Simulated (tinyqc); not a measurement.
X-ray photoelectron analysis of a thin oxide on a semiconductor: attenuation lengths, thickness, angle series and band offsets: one step, computed by the program tinyqc.

The same element is seen in the oxide and in the substrate, at nearly the same kinetic energy; films are flat and uniform, and the work function is ignored.

Task: Band offsets by core levels. Valence band offset = (E_core - E_v)(substrate) - (E_core - E_v)(oxide) + (core level separation at the interface, oxide less substrate). The separation is made here from the given offset; a uniform field F that raises the binding energy towards the surface shifts the oxide peak by e F <z>, <z> = d/(1 - exp(-x)) - d/x, x = d/(L_o cos theta), being the mean distance from the interface. Conduction band offset = oxide gap - substrate gap - valence band offset.

Inputs (values chosen for the exercise, modelled on SiO2 on 4H-SiC):
```
quantity                                       value   unit
oxide gap                                       9.04     eV
substrate gap                                   3.26     eV
oxide thickness d                                2.5     nm
valence band offset used to make the data       2.99     eV
core level less valence band top, substrate       99     eV
core level less valence band top, thick oxide   98.5     eV
field in the oxide                              0.99  MV/cm
```

d/(L_o cos theta) = 0.9775394

Give: separation without field; <z>; separation with field; apparent valence band offset; true conduction band offset; apparent conduction band offset.

Result:

separation without field = 2.49 eV

<z> = 1.450 nm

separation with field = 2.634 eV

apparent valence band offset = 3.134 eV

true conduction band offset = 2.79 eV

apparent conduction band offset = 2.646 eV

The field biases both offsets by 0.14 eV, in opposite directions.
